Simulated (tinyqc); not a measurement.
# Changing the temperature T

Model: q-state Potts model on a small periodic square lattice: enumeration, Metropolis, heat-bath and Wolff steps. Computed by tinyqc, a small Python program. Command: `OMP_NUM_THREADS=1 python tinyqc.py 3112384 3112385 out.jsonl potts sweep`. One thread of a shared host (Intel(R) Xeon(R) Processor @ 2.30GHz), about 0.01 s of CPU time with the checks.

E = -J x (number of nearest-neighbour bonds with equal states); n x n sites with periodic edges have 2 n^2 bonds. Order parameter m = (q f - 1)/(q - 1), f being the largest share of one state. Sites are numbered row by row from 0. Here q = 2 and n = 4.

Inputs (values chosen for the exercise, for a model of domains or grain orientations): number of states q = 2; edge n = 4; coupling J = 32 meV.

Constants: k_B = 8.617333262e-05 eV/K.

Method:
- K = J/(k_B T); the infinite square lattice orders at K_c = ln(1 + sqrt(q)); Wolff bond probability p = 1 - exp(-K).
- All q^(n^2) states are counted by their number b of equal bonds; weights g(b) exp(K b), K = J/(k_B T). Per site: u = -J <b>/n^2, c/k_B = K^2 (<b^2> - <b>^2)/n^2.
- ln Z = ln sum g(b) exp(K b); entropy per site s/k_B = (ln Z - K <b>)/n^2.
- The same sums with m: <m> and the Binder ratio U = 1 - <m^4>/(3 <m^2>^2).

One run for each value:

| temperature T (K) | heat capacity c (k_B/site) | entropy s (k_B/site) | <m> | energy u (meV/site) |
|---|---|---|---|---|
| 128 | 1.246e-03 | 0.0434 | 1.0000 | -64.00 |
| 171 | 1.354e-02 | 0.0450 | 0.9996 | -63.98 |
| 228 | 7.624e-02 | 0.0559 | 0.9965 | -63.78 |
| 304 | 2.931e-01 | 0.1033 | 0.9757 | -62.67 |
| 405 | 7.398e-01 | 0.2500 | 0.8712 | -58.12 |
| 540 | 6.519e-01 | 0.4716 | 0.6279 | -49.19 |
| 720 | 2.663e-01 | 0.5984 | 0.4325 | -42.50 |
| 960 | 1.086e-01 | 0.6483 | 0.3346 | -38.99 |
| 1280 | 5.108e-02 | 0.6700 | 0.2844 | -36.94 |

Describe and explain the trends.

Over the rows, heat capacity c (k_B/site) goes from 0.00125 through a maximum among these rows, 0.740 at 405, to 0.0511; entropy s (k_B/site) rises from 0.0434 to 0.670 (exponent d ln y / d ln x 0.12 between the first rows and 0.11 between the last); <m> falls from 1.000 to 0.284 (exponent d ln y / d ln x -0.0012 between the first rows and -0.57 between the last). The entropy runs between ln(q)/n^2 = 0.043 and ln q = 0.693 k_B per site.

Extremes, crossings and ranges named in words are read from the listed rows.
